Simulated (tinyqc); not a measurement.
Hexagonal on-chip spiral inductor, lumped pi model: two steps of the calculation.

Outer diameter do = di + 2 n wd + 2 (n - 1) sp, mean da = (do + di)/2, fill p = (do - di)/(do + di), length l = 3.464 n da. L = 2.33 mu0 n^2 da/(1 + 3.82 p), mu0 = 4 pi 1e-7 H/m. Rs = rho l/(wd delta (1 - exp(-th/delta))), delta = sqrt(rho/(pi f mu0)). Cs = n wd^2 eps0 eo/hu across the coil. At each end Cox = l wd eps0 eo/(2 ho) leads to the substrate branch Rsi = 2 rs he/(l wd) in parallel with Csi = l wd eps0 11.7/(2 he). With one end grounded Y = 1/(Rs + i w L) + i w Cs + 1/[1/(i w Cox) + 1/(1/Rsi + i w Csi)], w = 2 pi f; Q = -Im Y/Re Y. Eddy currents in neighbouring turns and in the substrate are left out.

Parameters, values chosen for the exercise; values of the order met in silicon radio-frequency processes:
```
symbol  value     unit                                     meaning
n         3.5                                      number of turns
wd         10       um                                  line width
sp          2       um                         space between turns
di        140       um                              inner diameter
th          4       um                             metal thickness
rho       1.9  uohm cm                           metal resistivity
ho        8.6       um                        oxide below the coil
hu        1.2       um            oxide between coil and underpass
eo        4.1                   relative permittivity of the oxide
rs         10   ohm cm                       substrate resistivity
he         80       um  effective spreading depth in the substrate
f         4.3      GHz                                   frequency
```

Constants: eps0 = 8.8541878128e-12 F/m. Results are converted to the units shown.

Problem 1. Geometry and model elements. do, l, L, delta, Rs, Cs, Cox, Rsi and Csi as defined.

Give: do; l; L; delta; Rs; Cs; Cox; Rsi; Csi.

Solution 1.

do = 220.00 um
l = 2182.3 um
L = 3.4919 nH
delta = 1.0579 um
Rs = 4.0108 ohm
Cs = 10.588 fF
Cox = 46.060 fF
Rsi = 733.16 ohm
Csi = 14.130 fF

Problem 2. Admittance, quality factor and apparent inductance. Series branch 1/(Rs + i w L), substrate branch, total Y, Q = -Im Y/Re Y, apparent inductance Im(1/Y)/w, metal-only value w L/Rs, share of the loss in the substrate Re(substrate branch)/Re Y.

L = 3.4919142 nH
Rs = 4.0107597 ohm
Cs = 10.588133 fF
Cox = 46.059856 fF
Rsi = 733.16471 ohm
Csi = 14.129703 fF

Give: series branch; substrate branch; Y; Q; apparent inductance; w L/Rs; share of the loss in the substrate.

Solution 2.

series branch = 0.45-10.58i mS
substrate branch = 0.4689+0.6854i mS
Y = 0.919-9.609i mS
Q = 10.46
apparent inductance = 3.817 nH
w L/Rs = 23.52
share of the loss in the substrate = 51.04 %

Q is 44.5 % of the metal-only value.

Computed by the program tinyqc: `OMP_NUM_THREADS=1 python tinyqc.py 2302062 2302063 out.jsonl`, one thread of a shared Intel Xeon 2.30GHz, about 0.01 s for the whole run.
